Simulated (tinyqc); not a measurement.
# Transfer-length model of a contact, step by step

tinyqc, about 0.01 s, one thread, Intel Xeon 2.30GHz (shared host): `OMP_NUM_THREADS=1 python tinyqc.py 2760033 2760034 out.jsonl` Printed values are rounded.

A metal contact of length d and width W on a thin layer of the same width. The metal has no resistance, the sheet resistance under it equals Rsh, and current enters the layer at the front edge x = 0.

Parameters, values chosen for the exercise: contact length d = 0.46 um; contact width W = 16 um.

## Straight-line fit

```
gap  L (um)  R_T (ohm)
1      0.67     34.508
2       1.3     55.292
3       2.6     99.128
4       5.2     182.32
```

Pairs of such contacts at gaps L have R_T = Rsh L/W + 2 Rc. The values of R_T were made from Rsh and rc with a random scatter of 1 % and are treated as data. Least squares: slope = sum (L - mean L)(R_T - mean R_T)/sum (L - mean L)^2, intercept = mean R_T - slope mean L. Rsh = slope W, Rc = intercept/2, and A = Rc/slope is half the distance from the origin to the zero of the line.

slope = 32.62952 ohm/um
intercept = 13.11439 ohm
Rsh = 522.0724 ohm/sq
Rc = 6.557195 ohm
A = 0.2009589 um

## Iteration 1: transfer length

Lt at the start = 0.2009589 um

A = Lt coth(d/Lt) is solved for Lt, starting from Lt = A. Lt(new) = sqrt(Lt A tanh(d/Lt)), the geometric mean of the old value and the plain step.

Lt after iteration 1 = 0.1989046 um

## Iteration 2: transfer length

As before.

Lt after iteration 2 = 0.1979793 um

## Course of the iteration

Stop when Lt changes by less than 1e-9 of itself, or after 40 iterations.

Course of the iteration:
```
iteration    Lt (um)  relative change
1          0.1989046           0.0102
2          0.1979793          4.65e-3
3          0.1975596          2.12e-3
4          0.1973687          9.66e-4
5          0.1972818          4.41e-4
6          0.1972421          2.01e-4
7          0.1972240          9.16e-5
8          0.1972158          4.18e-5
9          0.1972120          1.91e-5
...              ...              ...
14         0.1972090          3.76e-7
15         0.1972089          1.71e-7
16         0.1972089          7.82e-8
17         0.1972089          3.57e-8
18         0.1972089          1.63e-8
19         0.1972089          7.42e-9
20         0.1972089          3.38e-9
21         0.1972089          1.54e-9
22         0.1972089         7.04e-10
```

Converged in 22 iterations.

## Contact resistivity

converged Lt = 0.1972089 um

rc = Rsh Lt^2. Short cuts: Rsh A^2 (long contact, Lt = A) and Rc W d (short contact, even current).

rc = 2.030410e-7 ohm cm^2
Rsh A^2 = 2.108363e-7 ohm cm^2
Rc W d = 4.826095e-7 ohm cm^2

The extracted rc is 6.9 % above the value 1.9e-7 ohm cm^2 that made the data. The long-contact form is 3.8 % above the extracted value and the short-contact form 2.38 times it; both can only overstate it.
